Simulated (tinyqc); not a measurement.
Frequency dispersion of an accumulation capacitance by border traps, distributed model: one step of the calculation.

Traps spread evenly through the insulator exchange electrons with the semiconductor by tunnelling, with tau(x) = t0 exp(2 ka x) at depth x from the interface. The admittance per area Y seen at depth x obeys dY/dx = -Y^2/(i w eps0 eox) + q Nb ln(1 + i w tau)/tau, with Y(0) = i w Cs and w = 2 pi f; the gate sees Y(tox) = G + i w C. Working variable y = Y/(i w), in uF/cm^2. Cox = eps0 eox/tox.

Problem. Scales and lumped estimate. Cox; trap-free value 1/(1/Cox + 1/Cs); response depth d = ln(1/(w t0))/(2 ka), where w tau = 1; lumped estimate: all traps within d act as C_bt = q Nb d placed at d/2, so C = 1/{1/[1/(1/Cs + d/(2 eps0 eox)) + C_bt] + (tox - d/2)/(eps0 eox)}.

Values chosen for this exercise; permittivity close to that of aluminium oxide: relative permittivity of the insulator eox = 8.79; insulator thickness tox = 5.1 nm; semiconductor capacitance in accumulation Cs = 0.8 uF/cm^2; density of border traps Nb = 1e20 cm^-3 eV^-1; decay constant of the wave function in the insulator ka = 3.8 1/nm; time constant of a trap at the interface t0 = 4e-10 s; frequency f = 1000 Hz.

Constants: q = 1.602176634e-19 C, eps0 = 8.8541878128e-14 F/cm where lengths are in cm. Results are converted to the units shown.

Give: Cox; trap-free C; d; C_bt; lumped C.

Solution.

Cox = 1.5260 uF/cm^2
trap-free C = 0.52485 uF/cm^2
d = 1.6966 nm
C_bt = 2.7182 uF/cm^2
lumped C = 1.1964 uF/cm^2

The traps within reach amount to 3.40 Cs and lie in the first 33.3 % of the insulator.

Program tinyqc, `OMP_NUM_THREADS=1 python tinyqc.py 2202151 2202152 out.jsonl`; Intel Xeon 2.30GHz, shared host, one thread, about 0.4 s.
